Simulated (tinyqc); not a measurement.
## Slope factor and drain-induced lowering from three currents

Question. With source and body at 0 V, I = A exp((Vg + dd Vd)/(nf Vt)) (1 - exp(-Vd/Vt)). Find nf, the swing nf Vt ln 10 and dd.

Inputs (values chosen for the exercise):
- T = 398 K (temperature)

Constants: q = 1.602176634e-19 C, kB = 1.380649e-23 J/K, Vt = kB T/q. Results are converted to the units shown.

currents at (Vg, Vd) = (0, 0.05), (0, 0.8) and (0.11, 0.8) V (nA/um): [0.034301488, 0.11035921, 1.5630343]

Answer. The pair at equal Vd gives nf; the pair at equal Vg, after dividing out the factors 1 - exp(-Vd/Vt), gives dd.

nf = 1.21
swing = 95.6 mV/decade
dd = 0.0500

Computed by the program tinyqc: `OMP_NUM_THREADS=1 python tinyqc.py 2242239 2242240 out.jsonl`, one thread of a shared Intel Xeon 2.30GHz, about 0.03 s for the whole run.
